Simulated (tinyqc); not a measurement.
# Threshold of a short bulk MOSFET: charge sharing, barrier lowering, narrow width, step by step

Computed by the program tinyqc: `OMP_NUM_THREADS=1 python tinyqc.py 2002086 2002087 out.jsonl`, one thread of a shared Intel Xeon 2.30GHz, about 0.01 s for the whole run. Printed values are rounded.

n-channel device on a p-type body, depletion approximation, full ionisation. Uniform doping N = Na. Vbi from Boltzmann statistics is rough for the degenerate source. Cox = eps0 eox/tox.

Inputs (values chosen for the exercise); band and dielectric values close to those of silicon:
- T = 300 K (temperature)
- Eg = 1.13 eV (band gap)
- eps_r = 11.9 (relative permittivity)
- Nc = 2.83e19 cm^-3 (conduction-band density of states at T)
- Nv = 2.65e19 cm^-3 (valence-band density of states at T)
- eox = 3.9 (relative permittivity of the gate insulator (close to silicon dioxide))
- tox = 12 nm (insulator thickness)
- Na = 6.9e17 cm^-3 (channel doping)
- Nsd = 1e20 cm^-3 (source and drain doping)
- Vfb = -0.97 V (flat-band voltage for the doping Na)
- xj = 33 nm (junction depth)
- Vbs = 0 V (body-source voltage)
- Vds = 1 V (drain-source voltage)
- W = 710 nm (gate width)
- xw = 1.5708 (shape factor of the fringing depletion at the width edges)
- L = 530 nm (channel length)

Constants: q = 1.602176634e-19 C, kB = 1.380649e-23 J/K, Vt = kB T/q, eps0 = 8.8541878128e-14 F/cm where lengths are in cm. Results are converted to the units shown.

## Long-channel threshold and scales

ni = sqrt(Nc Nv) exp(-Eg/(2 Vt)), Eg in volts; 2 pB = 2 Vt ln(N/ni); flat band Vfb - Vt ln(N/Na); Wd = sqrt(2 eps0 eps_r (2 pB - Vbs)/(q N)); body term q N Wd/Cox; long-channel VT0 = flat band + 2 pB + body term; Vbi = Vt ln(N Nsd/ni^2); scale length l = sqrt((eps_r/eox) tox Wd).

N = 6.9e17 cm^-3
2 pB = 0.939674 V
flat band = -0.97 V
Wd = 42.3225 nm
body term = 1.62592 V
VT0 = 1.59559 V
Vbi = 1.06832 V
l = 39.3657 nm

## Short-channel and narrow-width shifts

Charge sharing (trapezoid; it ignores Vds): F = (xj/L)(sqrt(1 + 2 Wd/xj) - 1), lowering = body term times F. Barrier lowering: th = exp(-L/(2 l)) + 2 exp(-L/l), lowering = th [2 (Vbi - 2 pB) + Vds], DIBL = th. Narrow width: rise = body term times xw Wd/W. VT by each model = VT0 - lowering + rise.

F = 0.0552981
lowering by charge sharing = 89.9103 mV
th = 0.00119528
lowering of the barrier = 1.50282 mV
DIBL = 1.19528 mV/V
narrow-width rise = 152.242 mV
VT, charge sharing = 1.65793 V
VT, barrier lowering = 1.74633 V

L is 13.5 scale lengths. The charge-sharing lowering is 59.8 times the barrier lowering; the first falls off as 1/L and the second exponentially. Both describe the same loss of gate control, so they are alternatives and are not added.
